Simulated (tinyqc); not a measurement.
# Floating body of a partially depleted SOI transistor: body voltage and kink: transfer curve and swing

Source at 0 V. Channel current Ic = 2 nf K Vt^2 [F(0) - F(Vd)](1 + la Vd), F(V) = ln^2(1 + exp((Vg - VT - nf V)/(2 nf Vt))), VT = VT0 - gb Vb. Saturation voltage Vs = 2 Vt sqrt(F(0)) + 3 Vt, excess Ve = (Vd - Vs + sqrt((Vd - Vs)^2 + 0.0004 V^2))/2, multiplication M1 = Ai Ve exp(-Bl/Ve). Each junction passes D(v) = J1 (exp(v/Vt) - 1) + J2 (exp(v/(2 Vt)) - 1). Bipolar current Ib = bb J1 (exp(Vb/Vt) - 1). The body settles where M1 (Ic + Ib) = D(Vb) + D(Vb - Vd) + Vb/Rb; drain current Id = (1 + M1)(Ic + Ib) - D(Vb - Vd).

Rows with more than one solution for Vb (latch) are left out; dId/dVd by a forward difference over 1e-4 V, swing = 1e-4 V over the change of log10 Id; M1 under 1e-12 is printed as 0.

Values chosen for this exercise; values of the order met in partially depleted silicon-on-insulator transistors: temperature T = 300 K; threshold at zero body voltage VT0 = 0.49 V; fall of the threshold per volt of body voltage gb = 0.26; slope factor nf = 1.41; gain factor per width K = 540 uA/(V^2 um); channel-length modulation factor la = 0.04 1/V; impact-ionisation prefactor Ai = 1.72 1/V; impact-ionisation voltage Bl = 4.8 V; diffusion saturation current of each junction J1 = 8.5e-12 uA/um; recombination saturation current of each junction J2 = 2.4e-9 uA/um; gain of the lateral bipolar transistor on the diffusion current bb = 0.5; resistance of a weak body tie to the source (1e9 stands for no tie, and the term is then dropped) Rb = 8e5 kohm um; drain voltage Vd = 1.5 V.

Constants: q = 1.602176634e-19 C, kB = 1.380649e-23 J/K, Vt = kB T/q. Results are converted to the units shown.

Results:
```
Vg (V)	Vb (V)	M1	Id, floating (uA/um)	Id, grounded (uA/um)	ratio	swing, floating (mV/decade)	swing, grounded (mV/decade)
0.04	3.164e-4	0.08375	5.090e-6	5.078e-6	1.002	83.87	84.06
0.14	0.005019	0.08367	8.123e-5	7.839e-5	1.036	81.28	84.28
0.24	0.5003	0.08145	0.03752	0.001189	31.55	71.41	85.30
0.34	0.5752	0.07489	0.5731	0.01688	33.95	101.9	89.15
0.44	0.6180	0.06276	3.486	0.1936	18.01	164.8	102.5
0.54	0.6408	0.04919	10.59	1.381	7.670	261.4	138.9
0.64	0.6528	0.03704	22.05	5.412	4.074	375.6	208.5
0.84	0.6604	0.01893	56.84	25.79	2.204	618.0	414.3
```

Estimate the missing row, Vg = 0.74 V.

Computed row:
```
Vg (V)	Vb (V)	M1	Id, floating (uA/um)	Id, grounded (uA/um)	ratio	swing, floating (mV/decade)	swing, grounded (mV/decade)
0.74	0.6586	0.02697	37.53	13.51	2.779	496.2	304.6
```

With this row back in the table: Vb rises from 3.16e-4 to 0.660 V. The smallest swing among the rows is 71.4 mV a decade with a floating body (at Vg = 0.24 V) and 84.1 with a grounded one; Vt ln 10 = 59.5. The floating swing is smaller by more than 3 % for Vg = 0.14, 0.24 V, where the rising Vb lowers the threshold as Vg rises. In the first row the floating body raises the current by a factor of 1.00.

Range of the model: The multiplication law is an empirical form chosen for the exercise; self-heating and capacitive coupling to the body are left out, and the linear laws are rough once Vb passes about 0.7 V or M1 about 0.1.

tinyqc, about 0.2 s, one thread, Intel Xeon 2.30GHz (shared host): `OMP_NUM_THREADS=1 python tinyqc.py 2182057 2182058 out.jsonl`
